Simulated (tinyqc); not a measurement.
Position of the spike: inter-valley coupling by envelope functions against a chain of atomic planes.

Chain: E(phi) = e0 + 2 v cos(phi) + 2 u cos(2 phi), cos(phi0) = -v/(4u), e0 = 2u + v^2/(4u); plane j = 0, 1, ... has the potential V_j = dE x_j + F (j - 30) a/4 (1 MV/m = 1e-4 V/angstrom). There are 30 barrier planes a side; with y = j - 29.5, x_j = xb (f(y) + f(Nw - y)), f(y) = 1/(1 + exp(y/L)), plus any Ge added in the well. The valley splitting is the spacing of the two lowest levels. Envelope theory: F_j solves a one-valley chain with hopping -b and diagonal 2b + V_j, b = 4u sin^2(phi0), sum F_j^2 = 1; the valleys couple by Dv = sum_j F_j^2 V_j exp(-2 i phi0 j) and split by 2|Dv|.

Values chosen for the exercise (near those of the Delta valleys of silicon in a SiGe well; shifted at random, so the results belong to these values and not to a real crystal): a = 5.431 angstrom (lattice constant; planes lie a/4 apart); u = 0.595 eV (second-neighbour hopping); v = 0.652 eV (nearest hopping); Nw = 63 (planes in the well); L = 1.5 planes (interface width); xb = 0.29 (Ge fraction of the barriers); dE = 0.55 eV (offset per unit Ge fraction); F = 2 MV/m (field); xs = 0.13 (Ge fraction added on that plane).

The spike is moved through the well; position counted from the first well plane, j - 30.

Against position:
```
j - 30  F_j^2, smooth  mean of the doublet (meV)  splitting, chain (micro-eV)  envelope  first order
3             0.00479                      12.68                          516       502          685
8             0.01370                      13.09                         1354      1306         1959
13            0.02336                      13.58                         2328      2259         3340
19            0.03088                      14.10                         3360      3312         4415
25            0.03168                      14.26                         3688      3653         4530
32            0.02572                      13.84                         2844      2808         3678
41            0.01420                      13.12                         1396      1353         2030
50            0.00513                      12.67                          495       477          734
60            0.00052                      12.45                           58        57           74
```

What can be read from this table?

The splitting is largest at plane 25 among these rows (3688 micro-eV), and the smooth envelope peaks at plane 23, counting all planes; without a spike it is 0.030. Where the splitting exceeds 20 micro-eV the envelope theory lies within 3.7 % of the chain and first order within 48 %.

Computed by tinyqc, a small Python program: `OMP_NUM_THREADS=1 python tinyqc.py 1451178 1451179 out.jsonl` (the numbers bound the seed that draws the inputs); one thread of a shared host (Intel(R) Xeon(R) Processor @ 2.30GHz), about 0.1 s for the whole set of steps.
